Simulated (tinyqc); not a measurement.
From results back to parameters: plasmons of a degenerate electron gas in the random-phase approximation. Four cases, with inputs chosen for the exercise.

Problem. At small q the plasmon follows E = Ep + B q^2 with B = (3/10)(hbar vF)^2/Ep, hbar vF = 2 c kF/m; n and m are hidden.

Zero temperature, parabolic band: kF = (3 pi^2 n)^(1/3), EF = c kF^2/m, Ep^2 = 8 pi c e2 n/(m eb), qTF^2 = 6 pi e2 n/(eb EF), c = hbar^2/2m0, e2 = e^2/(4 pi eps0), n in 1/angstrom^3 (1e-24 per 1/cm^3).

Constants: hbar^2/2m0 = 3.80998211 eV angstrom^2; e^2/(4 pi eps0) = 14.39964547 eV angstrom.

Find: hbar vF; kF; n; m.

Method. hbar vF = sqrt(B Ep/0.3); Ep^2 = (4 e2/(3 pi eb)) kF^2 hbar vF gives kF, then n and m.

Case 1.

Values chosen (out of a larger set: a free-electron density near that of Al; not measured data): eb = 1 (background dielectric constant).

Ep = 15.7978 eV
B = 3.37673 eV angstrom^2

Solution.

hbar vF = 13.33 eV angstrom
kF = 1.750 1/angstrom
n = 1.81e+23 1/cm^3
m = 1.000 m0

Case 2.

Values chosen (out of a larger set: a free-electron density near that of Na; not measured data): eb = 1 (background dielectric constant).

Ep = 5.97595 eV
B = 2.44212 eV angstrom^2

Solution.

hbar vF = 6.975 eV angstrom
kF = 0.9153 1/angstrom
n = 2.59e+22 1/cm^3
m = 1.000 m0

Case 3.

Values chosen (out of a larger set: a free-electron density near that of Al; not measured data): eb = 1 (background dielectric constant).

Ep = 15.7541 eV
B = 3.37362 eV angstrom^2

Solution.

hbar vF = 13.31 eV angstrom
kF = 1.747 1/angstrom
n = 1.80e+23 1/cm^3
m = 1.000 m0

Case 4.

Values chosen (out of a larger set: mass and background constant near those of InP; polar phonons, which mix with the plasmon in the real crystal, and the rise of the mass with filling are left out; not measured data): eb = 9.51 (background dielectric constant).

Ep = 58.8284 meV
B = 68.6115 eV angstrom^2

Solution.

hbar vF = 3.668 eV angstrom
kF = 0.03832 1/angstrom
n = 1.90e+18 1/cm^3
m = 0.080 m0

Computed by tinyqc, one run a case: `OMP_NUM_THREADS=1 python tinyqc.py N N+1 out.jsonl` with N = 1680447, 1680488, 1680497, 1680523; one thread of a shared Intel(R) Xeon(R) Processor @ 2.30GHz, about 0.01 s a run at most.
